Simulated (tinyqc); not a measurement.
# Worked calculation: strained alloy layer of InAs and GaAs on (001) InP, model-solid band line-up

Numbers from tinyqc (`OMP_NUM_THREADS=1 python tinyqc.py 2690014 2690015 out.jsonl`; about 0.01 s on one thread of a shared Intel Xeon 2.30GHz). Printed values are rounded.

The layer is x parts of the first compound and 1 - x of the second, grown coherently on the third as substrate and barrier. Rows of the table: lattice constant a, average valence level Ea on an absolute scale, spin-orbit splitting so, gaps at Gamma, X and L, hydrostatic deformation potentials av and ac (Gamma), shear potential b, elastic constants, electron and heavy-hole (along z) masses. All are interpolated linearly in x; gaps get -C x (1 - x), taken wholly in the conduction band; real line-ups can differ from this model by 0.1 eV or more.

Parameters, values chosen for the exercise:
- x = 0.77 (fraction of the first compound in the layer)
- CG = 0.477 eV (bowing of the Gamma gap)
- CX = 1.4 eV (bowing of the X gap)
- CL = 0.33 eV (bowing of the L gap)
- Lw = 12.4 nm (layer thickness)

Constants: q = 1.602176634e-19 C, hbar = 1.054571817e-34 J s, h = 6.62607015e-34 J s, m0 = 9.1093837015e-31 kg, c = 299792458 m/s, hbar^2/(2 m0) = 0.0380998212 eV nm^2. Results are converted to the units shown.

## Relaxed alloy and strain

Binary compounds, values chosen for the exercise:
```
              close to InAs  close to GaAs  close to InP
a (angstrom)          6.058          5.653         5.869
Ea (eV)               -6.67          -6.92         -7.04
so (eV)               0.379          0.344          0.11
EG (eV)               0.349           1.44          1.33
EX (eV)                1.38           1.87          2.19
EL (eV)                1.07           1.72          1.93
av (eV)               0.989           1.15          1.27
ac (eV)               -5.15          -7.07          -5.1
b (eV)                -1.78          -1.68         -1.69
c11 (GPa)              83.2            120          99.6
c12 (GPa)              44.9           54.4          56.4
me (m0)              0.0229         0.0669        0.0795
mh (m0)               0.333          0.352          0.53
```

In-plane strain e = (a_substrate - a)/a, e_z = -2 (c12/c11) e, volume change 2 e + e_z.

a = 5.96485 angstrom
Gamma gap = 0.515453 eV
X gap = 1.24476 eV
L gap = 1.16106 eV
e = -1.60691 %
e_z = 1.65085 %
volume change = -1.56298 %

The relaxed alloy has its lowest gap at Gamma (direct). The layer is under compressive in-plane strain.

## Band edges and offsets

In-plane strain e = (a_substrate - a)/a, e_z = -2 (c12/c11) e, volume change 2 e + e_z. With v = 2 e + e_z and d = 2 b (e_z - e): Eav = Ea + av v; E_hh = Eav + so/3 - d/2; E_lh = Eav - so/6 + d/4 + sqrt(so^2 + so d + 9 d^2/4)/2; E_c = Ea + so/3 + EG + ac v (Gamma). Substrate: E_v = Ea + so/3, E_c = E_v + EG. Well depths: dEc = E_c(substrate) - E_c, dEhh = E_hh - E_v(substrate), dElh likewise; strained Gamma gap E_c - max(E_hh, E_lh); positive values confine carriers in the layer.

d = -0.114478 eV
E_hh = -6.56265 eV
E_lh = -6.65747 eV
E_c = -6.00100 eV
strained Gamma gap = 0.561647 eV
dEc = 0.327668 eV
dEhh = 0.440685 eV
dElh = 0.345864 eV

The heavy-hole band lies on top, by 94.8 meV. At Gamma the line-up is type I, both carriers held in the layer.

## Critical thickness

In-plane strain e = (a_substrate - a)/a. Matthews-Blakeslee for 60-degree dislocations in a single layer: hc = k (ln(hc/bv) + 1), k = bv (1 - nu/4)/(4 pi |e| (1 + nu)), nu = c12/(c11 + c12), bv = a/sqrt(2); the larger root.

nu = 0.339354
bv = 0.421779 nm
hc = 4.93862 nm

The layer, Lw = 12.4 nm, is thicker than hc, so it is metastable at best by this criterion.

## Electron to heavy-hole transition of the well

Lowest level of a finite well of width Lw and depth V: kw Lw/2 = arctan(sqrt((mw/mb)(V - E)/E)), kw = sqrt(mw E/C), C = hbar^2/(2 m0), for electrons (dEc) and heavy holes (dEhh), mb from the substrate; transition E_c - E_hh + both levels, without exciton binding; wavelength h c/E.

electron mass in the layer = 0.03302 m0
heavy-hole mass in the layer = 0.337370 m0
electron level = 34.9314 meV
heavy-hole level = 5.96579 meV
transition energy = 0.602544 eV
wavelength = 2057.68 nm
